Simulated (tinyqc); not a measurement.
Electron mobility in a silicon inversion layer, empirical terms and Matthiessen rule: effect of the inversion density.

Inversion layer of sheet density Ns on a uniformly doped body. The mobility terms are empirical power laws with prefactors chosen for the exercise; adding their inverses (Matthiessen) is itself an approximation.

ni = sqrt(Nc Nv) exp(-Eg/(2 Vt)), Eg in volts; Ndep = sqrt(2 eps0 eps_r Nb (2 Vt ln(Nb/ni) + Vsb)/q); E = q (Ndep + eta Ns)/(eps0 eps_r), in MV/cm. With t = T/(300 K): muC = Ac (Ns/1e12 cm^-2) t/(Nb/1e17 cm^-3 + Nit/1e11 cm^-2), muP = Ap E^(-1/3) t^(-1.75), muS = As E^(-gs); 1/mu is the sum of the inverses.

Parameters, values chosen for the exercise; material values close to those of silicon: temperature T = 325 K; band gap Eg = 1.14 eV; relative permittivity of the semiconductor eps_r = 11.9; conduction-band density of states at T Nc = 3.12e19 cm^-3; valence-band density of states at T Nv = 3e19 cm^-3; body doping Nb = 7.3e16 cm^-3; reverse body bias Vsb = 0.3 V; weight of the inversion charge in the effective field eta = 0.5; phonon-limited mobility at 1 MV/cm and 300 K Ap = 457 cm^2/(V s); roughness-limited mobility at 1 MV/cm As = 1010 cm^2/(V s); exponent of the roughness term gs = 2; Coulomb prefactor Ac = 3700 cm^2/(V s); charge at the interface Nit = 4.7e11 cm^-2.

Constants: q = 1.602176634e-19 C, kB = 1.380649e-23 J/K, Vt = kB T/q, eps0 = 8.8541878128e-14 F/cm where lengths are in cm. Results are converted to the units shown.

Results:

| Ns (cm^-2) | E (MV/cm) | muC (cm^2/(V s)) | muP (cm^2/(V s)) | muS (cm^2/(V s)) | mu (cm^2/(V s)) |
|---|---|---|---|---|---|
| 2e11 | 0.1716 | 147.6 | 714.9 | 3.430e4 | 121.9 |
| 3.6e11 | 0.1838 | 265.7 | 698.8 | 2.991e4 | 191.3 |
| 1.1e12 | 0.2400 | 812.0 | 639.2 | 1.753e4 | 350.5 |
| 2e12 | 0.3085 | 1476 | 588.0 | 1.062e4 | 404.5 |
| 3.6e12 | 0.4301 | 2657 | 526.3 | 5460 | 406.6 |
| 6.3e12 | 0.6354 | 4651 | 462.1 | 2502 | 359.9 |
| 1.1e13 | 0.9927 | 8120 | 398.2 | 1025 | 277.0 |
| 2e13 | 1.677 | 1.476e4 | 334.4 | 359.1 | 171.1 |

Estimate the missing row, Ns = 6.3e11 cm^-2.

Computed row:

| Ns (cm^-2) | E (MV/cm) | muC (cm^2/(V s)) | muP (cm^2/(V s)) | muS (cm^2/(V s)) | mu (cm^2/(V s)) |
|---|---|---|---|---|---|
| 6.3e11 | 0.2043 | 465.1 | 674.5 | 2.420e4 | 272.2 |

With this row back in the table: As Ns goes from 2e11 to 2e13 cm^-2, E rises from 0.172 to 1.68 MV/cm and mu goes from 122 through a maximum of 407 (at Ns = 3.6e12 cm^-2 among the rows listed) to 171 cm^2/(V s). The smallest term is the Coulomb one in the first row and the phonon one in the last. Screening lifts the Coulomb term as Ns grows while the field presses the carriers to the interface, hence the maximum. At Ns = 2e13 cm^-2 E passes 1.5 MV/cm, beyond the usual range of such laws.

Numbers from tinyqc (`OMP_NUM_THREADS=1 python tinyqc.py 2510110 2510111 out.jsonl`; about 0.01 s on one thread of a shared Intel Xeon 2.30GHz).
